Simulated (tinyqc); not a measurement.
Minority-electron transport through the base of a bipolar transistor (Moll-Ross and Kroemer integrals): one step, computed by the program tinyqc.

Low injection, one dimension, x from the emitter edge (0) to the collector edge (W), s = x/W. Recombination is treated as a small correction (valid for tau_B well below tau_n), computed from the stored charge.

Task: Gain and speed. Emitter-limited gain beta_E = G_E/G_B; recombination-limited gain beta_R = tau_n/tau_B; 1/beta = 1/beta_E + 1/beta_R; f_T from the base alone = 1/(2 pi tau_B).

Inputs (values chosen for the exercise, modelled on GaAs):

| quantity | value | unit |
|---|---|---|
| base width W | 19 | nm |
| electron lifetime tau_n | 200 | ns |
| emitter Gummel number G_E | 1.2e+14 | s/cm^4 |
| temperature T | 300 | K |

Base doping profile: uniform. Gap grading: none. Exit of the base: saturation velocity.

base Gummel number G_B = 2.987695e+12 s/cm^4

base transit time tau_B = 0.2576839 ps

Give: beta_E; beta_R; current gain beta; f_T from the base alone.

Result:

beta_E = 40.165

beta_R = 7.7614e+05

current gain beta = 40.163

f_T from the base alone = 617.64 GHz

The gain is limited mainly by hole injection into the emitter (100 % of the base current). Caution: the base is only a few mean free paths wide, so transport is partly ballistic.
